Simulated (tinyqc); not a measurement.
# Worked calculation: MOSFET in saturation, small-signal circuit and noise

tinyqc, about 0.01 s, one thread, Intel Xeon 2.30GHz (shared host): `OMP_NUM_THREADS=1 python tinyqc.py 2150063 2150064 out.jsonl` Printed values are rounded.

Bias by the inversion coefficient IC = I/Ispec (charge-based model with velocity saturation; weak inversion below 0.1, strong above 10). Common-source circuit: gm, gds, Cgs, Cgd and Cj at the inner nodes, Rg in series with the gate; quasi-static, no source or drain resistance, no gate-body capacitance, no substrate network, no induced gate noise, so fmax is an upper estimate.

Parameters, values chosen for the exercise:
```
symbol,value,unit,meaning
T,325,K,temperature
L,130,nm,gate length
W,5,um,total gate width
Cox,2.01,uF/cm^2,gate capacitance
mu,150,cm^2/(V s),mobility
n,1.16,,slope factor
Ls,20,nm,velocity-saturation length
sg,0.025,,ratio gds/gm
Cov,0.28,fF/um,overlap and fringe capacitance per side
Cj,0.7,fF/um,drain junction capacitance
Rsh,15,ohm,sheet resistance of the gate
Wf,4,um,finger width
Rc,50,ohm um,gate contact and vertical resistance
IC,16,,inversion coefficient
gw,0.14,,short-channel excess of the noise factor
Nt,4e17,cm^-3 eV^-1,oxide trap density
lt,0.1,nm,tunnelling length into the oxide
ac,1000,V s/C,Coulomb scattering coefficient
f,6,GHz,signal frequency
```

Constants: q = 1.602176634e-19 C, kB = 1.380649e-23 J/K, Vt = kB T/q. Results are converted to the units shown.

Range of the model: fmax exceeds 4 fT, where channel resistance and substrate losses, left out here, would cap it.

## Current, transconductance and gain

Ispec = 2 n mu Cox (W/L) Vt^2, lc = Ls/L, gms = [sqrt((lc IC + 1)^2 + 4 IC) - 1]/[2 + lc (lc IC + 1)], gm = gms Ispec/(n Vt), gds = sg gm.

Ispec = 21.1016 uA
I = 337.625 uA
gms = 3.04705
gm = 1.97915 mS
gds = 0.0494788 mS
gm/I = 5.86199 1/V

gm/I is 19.0 % of its weak-inversion limit 1/(n Vt); without velocity saturation (lc = 0) gms would be 3.53.

## Capacitances, gate resistance and cut-off frequencies

qs = [sqrt(1 + 4 IC) - 1]/2, Cgs = Cox W L qs (2 qs + 3)/(3 (qs + 1)^2) + Cov W, Cgd = Cov W, Cd = Cj W, Rg = Rsh (Wf/L)/(12 Nf) + Rc/W with Nf = W/Wf fingers (not rounded) contacted at both ends. fT = gm/(2 pi (Cgs + Cgd)), fmax = fT/(2 sqrt(Rg (gds + 2 pi fT Cgd))).

Cgs = 8.93675 fF
Cgd = 1.4 fF
Cd = 3.5 fF
Rg = 40.7692 ohm
fT = 30.4730 GHz
fmax = 133.913 GHz

Overlap and fringe make up 27.1 % of the gate capacitance; fmax is 4.39 times fT.

## Admittance matrix

Inner admittances at w = 2 pi f: y11 = i w (Cgs + Cgd), y12 = -i w Cgd, y21 = gm - i w Cgd, y22 = gds + i w (Cgd + Cd). Invert to Z, add Rg to Z11 and invert back to Y.

inner y (mS):
```
                  1                 2
1  0.00000+0.38969i  0.00000-0.05278i
2  1.97915-0.05278i  0.04948+0.18473i
```

Y with Rg (mS):
```
                  1                  2
1  0.00619+0.38959i  -0.00084-0.05277i
2  1.97781-0.08420i   0.04966+0.18898i
```

## Current gain and unilateral power gain

|h21| = |Y21/Y11|; U = |Y21 - Y12|^2/(4 [Re Y11 Re Y22 - Re Y12 Re Y21]). Extrapolated at 20 dB a decade: f |h21| and f sqrt(U).

|h21| = 5.08064
U = 498.134
f |h21| = 30.4838 GHz
f sqrt(U) = 133.913 GHz

f |h21| is 0.036 % above the formula for fT, and f sqrt(U) within 0.01 % of that for fmax.

## Noise at the gate

Channel noise Sid = 4 kB T gam n gm with gam = (1/2 + (2/3) qs)/(1 + qs) + gw lc IC, qs = [sqrt(1 + 4 IC) - 1]/2, lc = Ls/L (the last term an empirical rise with velocity saturation); at the gate, white noise Sw = Sid/gm^2 + 4 kB T Rg. Number fluctuation with correlated mobility: S(f) = K/f, K = q^2 Vt lt Nt/(W L Cox^2) (1 + ac mu Cox I/gm)^2, Vt in eV with Nt per eV. Corner fc = K/Sw. Full shot noise would be 2 q I.

gam = 0.974499
Sid = 4.01555e-23 A^2/Hz
Sid/(2 q I) = 0.371168
sqrt(Sw) = 3.31410 nV/Hz^0.5
K = 1.21058e-10 V^2
fc = 11.0221 MHz

The gate resistance gives 6.7 % of the white noise power.
